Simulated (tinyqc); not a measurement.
Electron mobility of a polar semiconductor by Rode's iterative solution of the Boltzmann equation: one step, computed by the program tinyqc. Command: `OMP_NUM_THREADS=1 python tinyqc.py 3011460 3011461 out.jsonl rode walk`. One thread of a shared host (Intel(R) Xeon(R) Processor @ 2.30GHz), about 0.01 s of CPU time with the checks.

The distribution is f(E) + e F l(E) (-df/dE) cos(theta) for a weak field F, theta counted from the force; l(E) is a mean free path. Elastic processes enter by their momentum rate, polar optical phonons by out- and in-scattering terms. One valley only: where upper valleys lie close, measured mobilities are lower. The density n is prescribed, even where a narrow-gap material would have more intrinsic carriers.

Problem. The first two iterations on one ladder of the grid. Iteration: l_new(E) = [v(E) + c+ l(E + hbar w) + c- l(E - hbar w)]/(nu + S_o), from l = 0.

Inputs (values chosen for the exercise, for a model polar semiconductor): temperature T = 150 K.

Band: parabolic. Elastic processes: acoustic, piezoelectric, impurity.

Points j = s/2, s/2 + s, ... (the first seven rungs, or as many as the grid holds), rates in 1e12/s:

| E (meV) | v (m/s) | nu | S_o | c+ | c- |
|---|---|---|---|---|---|
| 30.825 | 452313 | 0.1535998 | 0.43621 | 0.1797129 | 0.00000 |
| 85.625 | 753855 | 0.1397270 | 18.49398 | 0.2185836 | 7.45655 |
| 140.425 | 965406 | 0.1589313 | 21.76153 | 0.2256081 | 11.84062 |
| 195.225 | 1138297 | 0.1789817 | 21.98765 | 0.2254004 | 13.27419 |

Give: l after iteration 1; l after iteration 2 (all rungs but the last shown).

Solution.

l after iteration 1 (nm): 766.9  40.5  44.0  51.4

l after iteration 2 (all rungs but the last shown) (nm): 779.2  347.9  66.4

In-scattering lengthens l on the lowest rung by 1.6 % and on the second by 759.8 % in this step.
